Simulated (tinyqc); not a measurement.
p-n heterojunction, non-linear Poisson equation by Newton steps, Fermi-Dirac statistics: one step of the calculation.

One dimension, material 1 (p-type) at x < 0 and material 2 (n-type) at x > 0. Band edges: Ec = -psi in material 1 and -psi + dEc in material 2, Ev = Ec - Eg. Flat quasi-Fermi levels: 0 for holes, +V for electrons. n = Nc F((EFn - Ec)/Vt), p = Nv F((Ev - EFp)/Vt), with F(eta) = F_1/2(eta) = (2/sqrt(pi)) int_0^infinity sqrt(u) du/(1 + exp(u - eta)) (Fermi-Dirac statistics); full ionisation, no interface charge, classical densities; the doping types are chosen for the exercise.

Question. Offsets and end potentials. dEv = Ev1 - Ev2 = Eg2 - Eg1 - dEc. Neutrality of the majority carriers far from the junction: Nv1 F((-psi_L - Eg1)/Vt) = N1 and Nc2 F((V + psi_R - dEc)/Vt) = N2. Total bending psi_R - psi_L.

Parameters, values chosen for the exercise; band and dielectric values close to those of GaAs and Ge:
```
symbol    value   unit                                          meaning
T           250      K                                      temperature
Eg1        1.39     eV                           band gap of material 1
Nv1     6.75e18  cm^-3     valence-band density of states of material 1
Eg2       0.651     eV                           band gap of material 2
Nc2      7.5e18  cm^-3  conduction-band density of states of material 2
dEc       -0.18     eV                 conduction-band offset Ec2 - Ec1
N1       1.6e18  cm^-3                   acceptor density of material 1
N2         3e18  cm^-3                      donor density of material 2
V          -0.4      V                    bias of side 1 against side 2
```

Constants: q = 1.602176634e-19 C, kB = 1.380649e-23 J/K, Vt = kB T/q. Results are converted to the units shown.

Find: dEv; psi_L; psi_R; psi_R - psi_L.

Answer.

dEv = -0.5590 eV
psi_L = -1.361 V
psi_R = 0.2033 V
psi_R - psi_L = 1.564 V

The alignment is straddling (type I): dEc and dEv have the same sign.

Numbers from tinyqc (`OMP_NUM_THREADS=1 python tinyqc.py 2040132 2040133 out.jsonl`; about 0.2 s on one thread of a shared Intel Xeon 2.30GHz).
